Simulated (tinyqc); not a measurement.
Exchange-only LDA atom on a uniform radial grid, spin-unpolarised, for Be, step by step. Computed by tinyqc, a small Python program that keeps every step. Settings: Z = 4, points = 192, R = 10.7, functional = Slater exchange alone, mixing = 0.6, iteration cap = 68. Command: `OMP_NUM_THREADS=1 python tinyqc.py 31535 31536 out.jsonl` (the two numbers bound the seeds that draw the settings). One thread of a shared host (Intel(R) Xeon(R) Processor @ 2.60GHz), about 0.3 s of CPU time with the checks. Later iterations appear only in the table of the cycle.

## Iteration 1

Spherical atom on a uniform radial grid r_j = j h with h = R/(N + 1), h sum u^2 = 1 and integrals as h times sums, u(0) = u(R) = 0 (atomic units):
```
parameter            value
Z                        4
points N               192
R                10.700000
h                 0.055440
mixing            0.600000
electrons in 1s          2
electrons in 2s          2
```

Three-point differences turn -u''/2 + [l(l+1)/2r^2 - Z/r + V] u = e u into a tridiagonal matrix (diagonal 1/h^2 + potential, off-diagonal -1/2h^2). D = sum f u^2; the Hartree potential y/r solves y'' = -D/r with y(0) = 0, y(R) = N_e; v_xc comes from rho = D/(4 pi r^2); E = sum f e - int D V + int D (V_H/2 + eps_xc); V(new) = V + mixing (V_H + v_xc - V).

eigenvalues (hartree): 1s -7.903990, 2s -1.993890

Every 12th grid point:
```
r              V in     u(1s)      u(2s)         D       V_H       v_xc
0.665285   0.000000  0.750699  -0.322634  1.335285  4.458922  -0.612031
1.330570   0.000000  0.107163  -0.872416  1.545188  2.777677  -0.404783
1.995855   0.000000  0.011473  -0.625693  0.783247  1.974243  -0.246302
2.661140   0.000000  0.001092  -0.319658  0.204365  1.499691  -0.129921
3.326425   0.000000  0.000097  -0.138552  0.038394  1.202134  -0.064124
3.991710   0.000000  0.000008  -0.054451  0.005930  1.002042  -0.030467
4.656995   0.000000  6.95e-07  -0.020048  0.000804  0.858920  -0.014122
5.322280   0.000000  5.67e-08  -0.007045  0.000099  0.751557  -0.006434
5.987565   0.000000  4.55e-09  -0.002391  0.000011  0.668051  -0.002894
6.652850   0.000000  3.61e-10  -0.000789  1.25e-06  0.601246  -0.001289
7.318135   0.000000  2.83e-11  -0.000255  1.30e-07  0.546587  -0.000569
7.983420   0.000000         0  -0.000081  1.31e-08  0.501038  -0.000250
8.648705   0.000000         0  -0.000025  1.28e-09  0.462497  -0.000109
9.313990   0.000000         0  -0.000008  1.20e-10  0.429462  -0.000047
9.979275   0.000000         0  -2.21e-06         0  0.400831  -0.000020
10.644560  0.000000         0  -1.31e-07         0  0.375779   0.000000
```

total energy = -13.11851381 hartree

## Iteration 2

As before.

eigenvalues (hartree): 1s -4.834387, 2s -0.667197

Every 12th grid point:
```
r              V in     u(1s)      u(2s)         D       V_H       v_xc
0.665285   2.308135  0.817578  -0.116885  1.364193  4.062492  -0.616416
1.330570   1.423736  0.164734  -0.664415  0.937169  2.549392  -0.342637
1.995855   1.036765  0.026742  -0.703120  0.990187  1.887088  -0.266322
2.661140   0.821862  0.003997  -0.539063  0.581210  1.473981  -0.184071
3.326425   0.682806  0.000572  -0.357868  0.256139  1.195437  -0.120715
3.991710   0.582945  0.000080  -0.219271  0.096159  1.000400  -0.077116
4.656995   0.506878  0.000011  -0.127769  0.032650  0.858530  -0.048545
5.322280   0.447074  1.49e-06  -0.071949  0.010353  0.751466  -0.030284
5.987565   0.399095  2.00e-07  -0.039521  0.003124  0.668030  -0.018778
6.652850   0.359974  2.67e-08  -0.021298  0.000907  0.601241  -0.011592
7.318135   0.327611  3.55e-09  -0.011300  0.000255  0.546586  -0.007129
7.983420   0.300473  4.70e-10  -0.005909  0.000070  0.501038  -0.004367
8.648705   0.277433  6.20e-11  -0.003032  0.000018  0.462497  -0.002653
9.313990   0.257649         0  -0.001490  4.44e-06  0.429461  -0.001572
9.979275   0.240487         0  -0.000622  7.75e-07  0.400831  -0.000839
10.644560  0.225467         0  -0.000044  3.86e-09  0.375779  -0.000137
```

total energy = -13.93030836 hartree

## Convergence

Stop when input and output potentials agree to 1e-7.

Course of the cycle (hartree):
```
iteration             E      e(1s)      e(2s)  largest |V(out) - V(in)|
1          -13.11851381  -7.903990  -1.993890                  6.78e+00
2          -13.93030836  -4.834387  -0.667197                  1.77e+00
3          -14.03091998  -3.976611  -0.305253                  3.93e-01
4          -14.03846482  -3.773102  -0.207438                  8.03e-02
5          -14.03882100  -3.731552  -0.180777                  1.72e-02
6          -14.03883574  -3.723438  -0.172862                  5.33e-03
7          -14.03883653  -3.721750  -0.170248                  1.83e-03
8          -14.03883660  -3.721342  -0.169315                  6.70e-04
9          -14.03883661  -3.721222  -0.168966                  2.53e-04
10         -14.03883661  -3.721181  -0.168832                  9.71e-05
11         -14.03883661  -3.721165  -0.168780                  3.81e-05
12         -14.03883661  -3.721159  -0.168760                  1.52e-05
13         -14.03883661  -3.721156  -0.168752                  6.09e-06
14         -14.03883661  -3.721155  -0.168749                  2.44e-06
15         -14.03883661  -3.721155  -0.168748                  9.73e-07
16         -14.03883661  -3.721155  -0.168747                  3.89e-07
17         -14.03883661  -3.721155  -0.168747                  1.56e-07
18         -14.03883661  -3.721154  -0.168747                  6.22e-08
```

Converged in 18 iterations. A uniform grid resolves the cusp poorly: for a bare nucleus this grid gives 1s at -7.90399 against -Z^2/2 = -8 hartree. Before convergence this energy mixes input and output and is not variational, so it may rise towards its limit.
